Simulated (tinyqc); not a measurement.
Transfer-length model of a contact: two steps of the calculation.

A metal contact of length d and width W on a thin layer of the same width. The metal has no resistance, the sheet resistance under it equals Rsh, and current enters the layer at the front edge x = 0.

Parameters, values chosen for the exercise:
```
symbol   value      unit                       meaning
rc      1.1e-5  ohm cm^2  specific contact resistivity
d          1.7        um                contact length
W           25        um                 contact width
```

Problem 1. Transfer length. A = Lt coth(d/Lt) is solved for Lt, starting from Lt = A. Lt(new) = A tanh(d/Lt).

A = 0.60038086 um
Lt after iteration 1 = 0.59622643 um

Find: Lt after iteration 2.

Solution 1.

Lt after iteration 2 = 0.5964 um

Problem 2. Contact resistivity. rc = Rsh Lt^2. Short cuts: Rsh A^2 (long contact, Lt = A) and Rc W d (short contact, even current).

Rsh = 2497.2744 ohm/sq
Rc = 59.972630 ohm
A = 0.60038086 um
converged Lt = 0.59638076 um

Wanted: rc; Rsh A^2; Rc W d.

Solution 2.

rc = 8.8821e-6 ohm cm^2
Rsh A^2 = 9.0016e-6 ohm cm^2
Rc W d = 2.5488e-5 ohm cm^2

The extracted rc is 19 % below the value 1.1e-5 ohm cm^2 that made the data.

Numbers from tinyqc (`OMP_NUM_THREADS=1 python tinyqc.py 2760012 2760013 out.jsonl`; about 0.01 s on one thread of a shared Intel Xeon 2.30GHz).
